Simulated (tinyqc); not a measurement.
Gaussian against the exact two-step profile: two-step dopant diffusion (predeposition and drive-in) with a constant diffusivity. Computed by tinyqc, a small Python program. Command: `OMP_NUM_THREADS=1 python tinyqc.py 3003101 3003102 out.jsonl dopdiff walk`. One thread of a shared host (Intel(R) Xeon(R) Processor @ 2.30GHz), about 0.05 s of CPU time with the checks.

Fick diffusion into a half space x > 0 whose background doping C_B is of the opposite type, so that a junction lies where C = C_B.

Inputs (values chosen for the exercise, modelled on phosphorus in silicon): prefactor D0 = 5.14 cm^2/s; activation energy E = 3.71 eV; surface concentration C_s = 1.3e+20 1/cm^3; background doping C_B = 9.7e+14 1/cm^3; predeposition temperature T1 = 875 C; predeposition time t1 = 45 min; drive-in temperature T2 = 1075 C; drive-in time t2 = 240 min.

Furnace ramps of the drive-in: none.

Constants: k_B = 8.617333262e-05 eV/K.

Method:
- D = D0 exp(-E/(k_B T)).
- Temperatures in kelvin are T(C) + 273.15.
- Times in seconds are 60 times the minutes.
- (Dt)2 = D2 t2, t2 in seconds.
- C = C_s erfc(x/(2 sqrt(D1 t1))); dose Q = 2 C_s sqrt(D1 t1/pi); the junction solves erfc(z) = C_B/C_s with x_j = 2 z sqrt(D1 t1).
- With a sealed surface and a thin source, C = Q/sqrt(pi (Dt)2) exp(-x^2/(4 (Dt)2)); x_j = 2 sqrt((Dt)2 ln(C(0)/C_B)); gradient at the junction |dC/dx| = C_B x_j/(2 (Dt)2).
- Exact two-step profile: C = (2 C_s/pi) int_0^alpha exp(-beta (1 + u^2))/(1 + u^2) du with alpha = sqrt(D1 t1/(Dt)2), beta = x^2/(4 (D1 t1 + (Dt)2)).
- The integral takes 48 Gauss-Legendre points; solve C(x) = C_B.
- Gaussian: C = Q/sqrt(pi (Dt)2) exp(-x^2/(4 (Dt)2)).
- Depths are fractions of the Gaussian x_j.

surface concentration C(0) (Gaussian) = 2.22011e+18 1/cm^3

junction depth x_j = 1.75960 um

drive-in budget (Dt)2 = 1.00061e-09 cm^2

product D1 t1 = 7.20057e-13 cm^2

exact junction depth = 1.75999 um

Profiles:
```
x/x_j  x (um)  Gaussian (1/cm^3)  exact (1/cm^3)   ratio
0.0    0.0000         2.2201e+18      2.2196e+18  1.0002
0.2    0.3519         1.6293e+18      1.6291e+18  1.0001
0.4    0.7038         6.4393e+17      6.4416e+17  0.9996
0.6    1.0558         1.3706e+17      1.3721e+17  0.9989
0.8    1.4077         1.5712e+16      1.5745e+16  0.9979
1.0    1.7596         9.7000e+14      9.7337e+14  0.9965
1.2    2.1115         3.2251e+13      3.2416e+13  0.9949
```

What does the comparison show, and why?

With D1 t1/(Dt)2 = 7.2e-4, the Gaussian is 0.024 % high at the surface and 0.35 % low at its own junction; the exact junction lies at 1.760 um, 0.022 % deeper. The dose is the same, but the real source already has a width, which is negligible here. Caution: C_s exceeds the intrinsic carrier density of silicon at the predeposition temperature (2e18 to 1e19 per cm^3), where real diffusivities rise with concentration and profiles turn box-like.
